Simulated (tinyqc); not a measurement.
Punch-through p+-n junction, ionisation integral and breakdown: one step of the calculation.

A p+ layer at x < 0 and an n drift layer from x = 0 to L on an n+ substrate. Depletion approximation, built-in voltage neglected. Local ionisation coefficients alpha_n = an exp(-(bn/E)^mx), alpha_p = ap exp(-(bp/E)^mx). Electrons move towards +x, holes towards x = 0.

Problem. Field and ionisation coefficients on a grid. W = sqrt(2 eps0 eps_r V/(q N)), peak field E0 = q N W/(eps0 eps_r), falling linearly to 0 at W; if W > L the layer is punched through: W = L, E0 = V/L + q N L/(2 eps0 eps_r), falling linearly to E1 = V/L - q N L/(2 eps0 eps_r). Grid: 10 equal steps from 0 to fr W.

Parameters, values chosen for the exercise; material values close to those of gallium arsenide:
```
symbol   value   unit                                           meaning
eps_r     13.1                                    relative permittivity
an      2.81e5   1/cm  prefactor of the electron ionisation coefficient
bn      6.88e5   V/cm                      field constant for electrons
ap      2.08e5   1/cm      prefactor of the hole ionisation coefficient
bp      6.58e5   V/cm                          field constant for holes
mx         1.6                                                 exponent
N       3.4e14  cm^-3                  donor density of the drift layer
L           17     um                      thickness of the drift layer
V          314      V                                   reverse voltage
fr           1         share of the depleted width that the grid covers
```

Constants: q = 1.602176634e-19 C, eps0 = 8.8541878128e-14 F/cm where lengths are in cm. Results are converted to the units shown.

Give: W; x; E; alpha_n; alpha_p.

Solution.

W = 17.00 um

```
point  x (um)  E (kV/cm)  alpha_n (1/cm)  alpha_p (1/cm)
0        0.00      224.6           699.9           782.8
1        1.70      216.6           489.5           561.2
2        3.40      208.7           330.3           389.1
3        5.10      200.7           213.9           259.6
4        6.80      192.7           132.1           165.7
5        8.50      184.7           77.24           100.5
6       10.20      176.7           42.36           57.47
7       11.90      168.7           21.56           30.64
8       13.60      160.8           10.04           15.04
9       15.30      152.8           4.208           6.693
10      17.00      144.8           1.554           2.647
```

Computed by the program tinyqc: `OMP_NUM_THREADS=1 python tinyqc.py 2120030 2120031 out.jsonl`, one thread of a shared Intel Xeon 2.30GHz, about 0.1 s for the whole run.
